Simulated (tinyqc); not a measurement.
Contact resistivity and sheet resistance from two contact lengths.

Problem. Rc = [sqrt(rc Rsh)/Wc] coth(Lc/(2 LT)), LT = sqrt(rc/Rsh), Wc = 30 nm; the second contact is twice as long as the first. Find LT, rc and Rsh.

Rc for Lc = 48 and 96 nm (ohm): [212.953853, 197.159067]

Solution. With t = tanh(Lc/(2 LT)) for the shorter contact, the resistance of the longer over that of the shorter is (1 + t^2)/2. Then sqrt(rc Rsh) = Rc t Wc, and rc and Rsh follow by multiplying and dividing by LT.

LT = 14.9 nm
rc = 8.80e-10 ohm cm^2
Rsh = 395 ohm

tinyqc, about 0.1 s, one thread, Intel Xeon 2.30GHz (shared host): `OMP_NUM_THREADS=1 python tinyqc.py 2170164 2170165 out.jsonl`
